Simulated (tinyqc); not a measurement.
Band offset from the macroscopic average of a supercell potential: one step. The potential line-up.

Values chosen for the exercise (out of a larger set: gaps near those of Si and Ge; not measured data): h = 0.25 angstrom (grid step).

macroscopic average (eV): -6.21500  -5.97976  -5.76748  -5.59058  -5.45438  -5.35726  -5.29992  -5.27755  -5.27207  -5.27060  -5.27017  -5.27005  -5.27001  -5.27000  -5.27000  -5.27000  -5.27000  -5.27000  -5.27001  -5.27005  -5.27017  -5.27060  -5.27207  -5.27755  -5.29992  -5.35726  -5.45438  -5.59058  -5.76748  -5.97976  -6.21500  -6.45024  -6.66252  -6.83942  -6.97562  -7.07274  -7.13008  -7.15245  -7.15793  -7.15940  -7.15983  -7.15994  -7.15997  -7.15994  -7.15983  -7.15940  -7.15793  -7.15245  -7.13008  -7.07274  -6.97562  -6.83942  -6.66252  -6.45024

Question. Read the macroscopic average in the middle of each region, j = 15 and j = 42, and its slope in A by a central difference over two points each way.

Give: plateau in A; plateau in B; dV = B - A; slope in A.

Answer.

plateau in A = -5.270 eV
plateau in B = -7.160 eV
dV = B - A = -1.890 eV
slope in A = 0.000 eV/angstrom

The plateaus are flat, so the line-up is well defined.

tinyqc: `OMP_NUM_THREADS=1 python tinyqc.py 1850731 1850732 out.jsonl`; about 0.01 s, one thread, shared Intel(R) Xeon(R) Processor @ 2.30GHz.
